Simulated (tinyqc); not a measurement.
Gap difference from the gain at two temperatures.

Inverse problem. When back injection limits the gain, beta = b exp(-dE/(kB T)) with dE the gap reduction of the emitter less that of the base and b constant. Find dE and beta at 300 K.

Constants: q = 1.602176634e-19 C, kB = 1.380649e-23 J/K. Results are converted to the units shown.

T (K): 250  400
beta: 53.157749  273.00796

Solution. ln beta is a straight line in 1/T with slope -dE/kB.

dE = 0.0940 eV
beta at 300 K = 110

Computed by the program tinyqc: `OMP_NUM_THREADS=1 python tinyqc.py 2320082 2320083 out.jsonl`, one thread of a shared Intel Xeon 2.30GHz, about 0.01 s for the whole run.
